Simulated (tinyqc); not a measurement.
Power law or saturation: oxide trap near a transistor channel: two-state multiphonon kinetics, telegraph noise and bias instability. Computed by tinyqc, a small Python program. Command: `OMP_NUM_THREADS=1 python tinyqc.py 3007340 3007341 out.jsonl oxidetrap walk`. One thread of a shared host (Intel(R) Xeon(R) Processor @ 2.30GHz), about 0.01 s of CPU time with the checks.

An n-channel device under positive gate bias. The trap is empty (state 1) or holds an electron (state 2); both states are parabolas of equal curvature, and the electron reservoir is taken at the Fermi level of the channel.

Inputs (values chosen for the exercise, with an insulator like Si3N4 on silicon):
```
quantity                           value  unit
attempt rate k_0 at the interface  8e+11   1/s
temperature T                        250     K
mean capture barrier mu_c            1.6    eV
spread of the barriers s_c          0.34    eV
saturation shift dV_max               25    mV
```

Parts treated: one trap and an ensemble.

Constants: k_B = 8.617333262e-05 eV/K.

Method. For a normal spread of capture barriers (given for the stress field, with depth and field not resolved, k_0 being taken as the effective rate of the ensemble), traps with barrier below k_B T ln(k_0 t) are filled: dV(t) = (dV_max/2) erfc((mu_c - k_B T ln(k_0 t))/(sqrt(2) s_c)); local exponent n = d ln dV/d ln t (central difference, factor 1.01 in t). The extrapolation continues the power law fitted through 10 s and 1000 s.

Against stress time:
```
t (s)     shift (mV)  local exponent  power law (mV)  shift at T + 50 K (mV)
1.00e-03      0.0082         0.23214          0.0104                  0.0206
1.00e-01      0.0230         0.21482          0.0249                  0.0645
1.00e+01      0.0594         0.19765          0.0594                  0.1801
1.00e+03      0.1419         0.18068          0.1419                  0.4503
1.00e+05      0.3138         0.16393          0.3392                  1.0090
1.00e+07      0.6428         0.14746          0.8105                  2.0325
3.00e+08      1.0399         0.13550          1.5422                  3.1903
```

What does the comparison show, and why?

The exponent falls from 0.232 to 0.136 as the front climbs the distribution, so the power law overstates the shift at 3e8 s (about ten years) by a factor 1.48. Heating by 50 K raises the shift at 1000 s by a factor 3.17: time and temperature enter only through T ln(k_0 t).
